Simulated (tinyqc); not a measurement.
Haynes-Shockley experiment: drift, diffusion and decay of a minority-carrier pulse: one step, computed by the program tinyqc.

A thin sheet of excess carriers is made at x = 0, t = 0 in a long uniform bar; injection is low, so the pulse moves with the minority mobility.

Question. Shape in time. dn(x, t) = N0/sqrt(4 pi D t) exp(-(x - v t)^2/(4 D t) - t/tau). Times are 0.7, 0.8, 0.9, 0.95, 1, 1.05, 1.1, 1.2 and 1.4 t_p.

Inputs (values chosen for the exercise, modelled on electrons in p-type germanium in a lightly doped bar): lifetime tau = 82 microsecond; temperature T = 300 K; distance d to the collector = 0.35 cm; injected sheet density N0 = 5.2e+09 1/cm^2.

time of the peak t_p = 5.612818 microsecond

D = 94.35980 cm^2/s

drift velocity v = 62050 cm/s

peak density = 5.943984e+10 1/cm^3

Give: the table «Signal at d» with the columns t (microsecond), dn (1/cm^3), dn/peak, for t/t_p = 0.70, 0.80, 0.90, 0.95, 1.00, 1.05, 1.10, 1.20, 1.40.

Answer.

Signal at d:
```
t/t_p  t (microsecond)  dn (1/cm^3)    dn/peak
0.70             3.929    3.611e+07  6.075e-04
0.80             4.490    3.338e+09  5.616e-02
0.90             5.052    3.135e+10  5.274e-01
0.95             5.332    5.108e+10  8.594e-01
1.00             5.613    5.944e+10  1.000e+00
1.05             5.893    5.183e+10  8.719e-01
1.10             6.174    3.522e+10  5.925e-01
1.20             6.735    8.726e+09  1.468e-01
1.40             7.858    8.277e+07  1.392e-03
```

At 0.9 and 1.1 t_p the signal is 0.527 and 0.593 of its peak: the trailing side is the wider one.
